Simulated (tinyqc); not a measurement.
Off-state leakage of single and stacked transistors: two steps of the calculation.

n-channel devices of unit width. Subthreshold current I(Vg, Vs, Vd) = I0 (T/300 K)^0.5 exp[(Vg - Vs - VT(T) - gb (Vs - Vb) + dd (Vd - Vs))/(nf Vt)] (1 - exp(-(Vd - Vs)/Vt)), VT(T) = VT - cT (T - 300 K). Gate-edge tunnelling Ig (Vd/1 V) exp(ag (Vd - 1 V)), for a gate at 0 V, and band-to-band leakage Ab u exp(-Bb/u), u = Vd - Vb + 1 V, flow at a drain held at V; both are taken as independent of T. In a stack of off transistors (all gates at 0 V) the same subthreshold current passes through each.

Inputs (values chosen for the exercise); values of the order met in bulk silicon logic transistors: temperature T = 330 K; supply voltage V = 1.1 V; threshold at 300 K, zero drain and body bias VT = 0.32 V; fall of the threshold with temperature cT = 0.6 mV/K; current at threshold at 300 K I0 = 0.12 uA/um; slope factor nf = 1.16; drain-induced lowering per volt dd = 0.16; rise of the threshold per volt of source-body bias gb = 0.1; gate-edge tunnelling current at 1 V Ig = 1e-5 uA/um; exponential slope of the gate current ag = 4.7 1/V; prefactor of band-to-band leakage at the drain Ab = 2 uA/(um V); its exponential voltage Bb = 30 V; body voltage Vb = -0.6 V.

Constants: q = 1.602176634e-19 C, kB = 1.380649e-23 J/K, Vt = kB T/q. Results are converted to the units shown.

Problem 1. Leakage of one transistor. Vg = Vs = 0, Vd = V; effective threshold VT(T) - gb Vb - dd V.

Wanted: effective threshold; parts; total; shares.

Solution 1.

effective threshold = 0.1860 V
parts (nA/um): subthreshold 0.4478, gate edge 0.01760, band-to-band 0.08070
total = 0.5461 nA/um
shares (%): subthreshold 82.00, gate edge 3.223, band-to-band 14.78

The subthreshold part is the largest.

Problem 2. New Vx. Stack of two, Vx the node between them: I_low = I(0, 0, Vx), I_up = I(0, Vx, V), f = ln(I_up/I_low), f' = -(1 + gb + 2 dd)/(nf Vt) - 1/(Vt (exp(Vx/Vt) - 1)) - 1/(Vt (exp((V - Vx)/Vt) - 1)), Vx(new) = Vx - f/f'.

Vx at the start = 0.124 V

Wanted: I_low; I_up; f; f'; Vx after iteration 1.

Solution 2.

I_low = 0.0038866 nA/um
I_up = 0.0039273 nA/um
f = 0.010429
f' = -43.502 1/V
Vx after iteration 1 = 0.12424 V

tinyqc, about 0.03 s, one thread, Intel Xeon 2.30GHz (shared host): `OMP_NUM_THREADS=1 python tinyqc.py 2242012 2242013 out.jsonl`
